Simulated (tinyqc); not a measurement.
Jacobi rotations on a symmetric matrix, step by step. Computed by tinyqc, a small Python program that keeps every step. Settings: method = jacobi. Command: `OMP_NUM_THREADS=1 python tinyqc.py 27261 27262 out.jsonl` (the two numbers bound the seeds that draw the settings). One thread of a shared host (Intel(R) Xeon(R) Processor @ 2.60GHz), about 0.01 s of CPU time with the checks.

## Jacobi rotation 1

A:
```
           1          2          3          4          5
1   0.584000  -0.372000   0.268000   0.770000  -0.393000
2  -0.372000   1.122000  -0.513000  -0.025000  -0.195000
3   0.268000  -0.513000   2.513000  -0.086000   0.365000
4   0.770000  -0.025000  -0.086000   3.962000  -0.070000
5  -0.393000  -0.195000   0.365000  -0.070000   4.212000
```

Take the largest off-diagonal element A_pq; tan 2 theta = 2 A_pq / (A_qq - A_pp) with |theta| <= pi/4; A' = J^T A J with J_pp = J_qq = cos, J_pq = sin, J_qp = -sin.

p, q, theta (rad): 1.000000  4.000000  0.213871

A':
```
           1          2          3          4          5
1   0.416762  -0.358218   0.280147   0.000000  -0.369189
2  -0.358218   1.122000  -0.513000  -0.103385  -0.195000
3   0.280147  -0.513000   2.513000  -0.027159   0.365000
4   0.000000  -0.103385  -0.027159   4.129238  -0.151817
5  -0.369189  -0.195000   0.365000  -0.151817   4.212000
```

## Jacobi rotation 2

As before.

p, q, theta (rad): 2.000000  3.000000  -0.317759

A':
```
           1          2         3          4          5
1   0.416762  -0.252757  0.378043   0.000000  -0.369189
2  -0.252757   0.953272  0.000000  -0.106695  -0.071198
3   0.378043   0.000000  2.681728   0.006502   0.407653
4   0.000000  -0.106695  0.006502   4.129238  -0.151817
5  -0.369189  -0.071198  0.407653  -0.151817   4.212000
```

## All rotations

The off-diagonal norm falls at every rotation.

Rotations:
```
step    p    q      theta  off-diagonal norm
1       1    4   0.213871           1.27e+00
2       2    3  -0.317759           1.05e+00
3       3    5   0.244765           8.75e-01
4       1    3   0.199592           5.91e-01
5       1    5  -0.065124           4.61e-01
6       1    2  -0.334321           2.87e-01
7       4    5  -0.481393           2.01e-01
8       2    4  -0.035500           1.32e-01
9       3    5  -0.038157           9.26e-02
10      1    4  -0.014081           5.22e-02
11      2    3  -0.018218           3.10e-02
...   ...  ...        ...                ...
16      2    5   0.000306           1.05e-03
17      4    5  -0.001897           4.60e-04
18      2    4   0.000095           2.14e-04
19      1    4  -0.000036           9.09e-05
20      3    5  -0.000037           1.35e-05
21      2    3   0.000006           4.41e-06
22      1    5   7.14e-07           1.22e-06
23      3    4   4.69e-07           8.07e-07
24      2    5  -1.62e-07           2.35e-07
25      1    3   6.75e-08           1.73e-08
26      1    2   1.49e-08           2.58e-10
```

eigenvalues: 0.217949  1.037552  2.670136  4.058281  4.409082
